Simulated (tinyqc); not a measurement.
# Pinning factor and decay constant from two barriers

Question. phiB = S (phiM - chi) + (1 - S)(Eg - E0) with S = 1/(1 + (1/S0 - 1) exp(-be ti)). Find S0, S at the given thickness and be.

Inputs (values chosen for the exercise); semiconductor values close to those of silicon; interlayer mass of the order of that in lanthanum oxide, offset chosen freely:
- Eg = 1.15 eV (band gap)
- chi = 4.17 eV (electron affinity)
- E0 = 0.37 eV (charge-neutrality level above the valence band)
- phiM = 4.21 eV (metal work function)

phiB at ti = 0, 0.4 nm (eV): 0.5876  0.47695852

Solution. Each barrier gives its S by linear interpolation between the pinned and the unpinned value; the ratio of the two values of 1/S - 1 is exp(be ti).

S0 = 0.2600
S = 0.4095
be = 1.700 1/nm

Computed by the program tinyqc: `OMP_NUM_THREADS=1 python tinyqc.py 2270040 2270041 out.jsonl`, one thread of a shared Intel Xeon 2.30GHz, about 0.03 s for the whole run.
